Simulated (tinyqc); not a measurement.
Pair of shallow donors (hydrogen-like orbitals): one step. One electron on two donors. Two cases, with inputs chosen for the exercise.

Task: Give both levels, the splitting D = |E(-) - E(+)| and the tunnelling frequency D/(2 pi hbar).

Each donor has the orbital exp(-r/a); energy unit Ha* = q/(eps a), q = e^2/(4 pi eps0), so that a lone donor is bound by Ha*/2; x = R/a. One electron: S = (1 + x + x^2/3) exp(-x), j = 1/x - (1 + 1/x) exp(-2x), k = (1 + x) exp(-x); levels E(+/-) = -1/2 - (j +/- k)/(1 +/- S) in Ha*, without the repulsion of the ions, split by D = |E(-) - E(+)|. In six valleys the overlaps S and k are multiplied by v = [cos(K Rx) + cos(K Ry) + cos(K Rz)]/3, K = k0 (2 pi/a_lat), for isotropic envelopes and the symmetric valley state.

Constants: hbar = 6.58211957e-16 eV s.

Give: E(+), E(-); D; frequency.

Case 1.

Ha* = 65.10963 meV
x = 4.208548
v = 0.770746

Result:

E(+), E(-) (meV): -49.709  -45.810

D = 3.900 meV
frequency = 943.0 GHz

The second ion deepens the mean level by 15.20 meV, against Ha*/x = 15.47 meV for a point charge. Without the valley factor D would be 5.12 meV; v is positive, so the even combination lies lower.

Case 2.

Ha* = 67.25349 meV
x = 4.894554
v = -0.126121

Result:

E(+), E(-) (meV): -47.166  -47.554

D = 0.3887 meV
frequency = 93.98 GHz

The second ion deepens the mean level by 13.73 meV, against Ha*/x = 13.74 meV for a point charge. Without the valley factor D would be 3.11 meV; v is negative, so the odd combination lies lower.

Computed by tinyqc, one run a case: `OMP_NUM_THREADS=1 python tinyqc.py N N+1 out.jsonl` with N = 1251048, 1251078; one thread of a shared Intel(R) Xeon(R) Processor @ 2.30GHz, about 0.01 s a run at most.
